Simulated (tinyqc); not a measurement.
Voltage acceleration of oxide breakdown, four models on the same data: one step of the calculation.

Field E = V/tox in MV/cm. Models: ln(t63/1 s) = a - c X with X = E (E model), -1/E (1/E model), ln V (power law, c the exponent n) or sqrt(E).

Problem. Fitting the models. The three stress times were made with the power model, c = 40.1, and are treated as data. For each model fit ln t63 on X by least squares over the three points.

Inputs (values chosen for the exercise): oxide thickness tox = 5.9 nm.

V, stress 0 to 2 (V): [4.32, 5.07, 5.58]
t63, stress 0 to 2 (s): [2.823e6, 4600, 98.52]

Give: c; a; largest misfit in ln t63 (0: below 0.002).

Solution.

c, model E to sqrt E: [4.8240, 330.82, 40.100, 27.844]
a, model E to sqrt E: [50.092, -30.260, 73.531, 90.157]
largest misfit in ln t63 (0: below 0.002), model E to sqrt E: [0.20455, 0.19635, 0.00000, 0.10141]

The worst misfit of any model is 0.20 in ln t63, a factor of 1.23 in time, comparable to the scatter of t63 from small samples, so such data hardly tell the models apart.

Range of the model: All four laws are empirical fits; none is established far below the stress range.

Program tinyqc, `OMP_NUM_THREADS=1 python tinyqc.py 2070129 2070130 out.jsonl`; Intel Xeon 2.30GHz, shared host, one thread, about 0.01 s.
